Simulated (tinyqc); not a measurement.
Position of the support ring: thermal and gravitational stress in a wafer during furnace and rapid thermal processing, and the onset of slip. Computed by tinyqc, a small Python program. Command: `OMP_NUM_THREADS=1 python tinyqc.py 3015172 3015173 out.jsonl slip walk`. One thread of a shared host (Intel(R) Xeon(R) Processor @ 2.30GHz), about 0.01 s of CPU time with the checks.

A thin free disc in plane stress, isotropic; T(r) = T_centre + dT (r/R)^n with n = 2. Stress is positive in tension; sigma_SB = 5.670374419e-8 W/(m^2 K^4), g = 9.80665 m/s^2.

Inputs (values chosen for the exercise, modelled on silicon):
```
quantity,value,unit
wafer radius R,150,mm
thickness t,775,micrometre
Poisson ratio nu,0.27,-
density rho,2330,kg/m^3
```

Method. Own weight q = rho g t on a ring of radius b R, x = r/R: moments of an edge-supported plate, M_r = q R^2 (3 + nu)(1 - x^2)/16 and M_t = q R^2 [(3 + nu) - (1 + 3 nu) x^2]/16, less the uniform moment inside the ring load, q R^2 [(1 - nu)(1 - b^2) - 2 (1 + nu) ln b]/8; stress at the lower face = 6 M/t^2.

Stress at the lower face (MPa):
```
b,centre,radial at ring,hoop at ring,largest in size
0.40,-0.64956,-0.77972,-0.72161,0.77972
0.50,-0.33488,-0.53825,-0.44745,0.53825
0.60,-0.06453,-0.35737,-0.22662,0.35737
0.65,0.05932,-0.28436,-0.13091,0.28436
0.70,0.17749,-0.22110,-0.04314,0.22110
0.75,0.29101,-0.16656,0.03774,0.29101
0.80,0.40072,-0.11990,0.11255,0.40072
0.90,0.61131,-0.04760,0.24659,0.61131
1.00,0.81346,0.00000,0.36320,0.81346
```

What follows from these numbers?

Among these rows the largest stress is least, 0.221 MPa, for a ring at 0.7 R, 3.7 times below edge support: the overhang balances the sag of the centre. All values scale as R^2/t.

Extremes, crossings and ranges named in words are read from the listed rows.
